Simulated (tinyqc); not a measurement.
Photoconductance decay in a wafer: bulk and surface recombination modes, and iron detection by pair splitting: one step, computed by the program tinyqc.

Both faces of the wafer have the same S; injection is low and all coefficients are constant. x runs from -W/2 to W/2.

Problem. Effective lifetime. Even modes cos(a x) obey b tan b = S W/(2 D) with b = a W/2, odd modes sin(a x) obey -b cot b = S W/(2 D); each decays at the rate 1/tau_b + D a^2. tau_eff is the decay time of the first mode. The surface time is 1/(D a^2) of that mode; shortcuts for it are W/(2 S), W^2/(pi^2 D) and their sum, whose error is sum/surface time - 1.

Inputs (values chosen for the exercise, modelled on p-type silicon):
```
quantity                          value         unit
thickness W                         725   micrometre
diffusivity D                      21.8       cm^2/s
bulk lifetime tau_b without iron    730  microsecond
surface recombination velocity S    400         cm/s
```

Give: tau_eff; surface time; W/(2 S); W^2/(pi^2 D); error of the sum; tau_eff/tau_b.

Solution.

tau_eff = 96.71 microsecond

surface time = 111.5 microsecond

W/(2 S) = 90.625 microsecond

W^2/(pi^2 D) = 24.43 microsecond

error of the sum = 3.205 %

tau_eff/tau_b = 0.1325

The surfaces are slow against diffusion, so W/(2 S) is the larger part. tau_eff is only 0.13 of tau_b, so it understates the bulk lifetime.
